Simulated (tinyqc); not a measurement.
Ideality from Voc and Vmp.

Inverse problem. An ideal cell J = Jsc - J0 (exp(V/(n Vt)) - 1) has exp((Voc - Vmp)/(n Vt)) = 1 + Vmp/(n Vt) at maximum power. Find n, J0 and FF.

Values chosen for this exercise:
```
symbol,value,unit,meaning
T,348,K,temperature
```

Constants: q = 1.602176634e-19 C, kB = 1.380649e-23 J/K, Vt = kB T/q. Results are converted to the units shown.

Jsc = 2.65 mA/cm^2
Voc = 0.72827836 V
Vmp = 0.62250173 V

Solution. With a = n Vt, a ln(1 + Vmp/a) rises steadily with a, so Voc - Vmp fixes it; J0 follows from Voc.

n = 1.220
J0 = 6.000e-12 A/cm^2
FF = 0.8073

Numbers from tinyqc (`OMP_NUM_THREADS=1 python tinyqc.py 2280005 2280006 out.jsonl`; about 0.01 s on one thread of a shared Intel Xeon 2.30GHz).
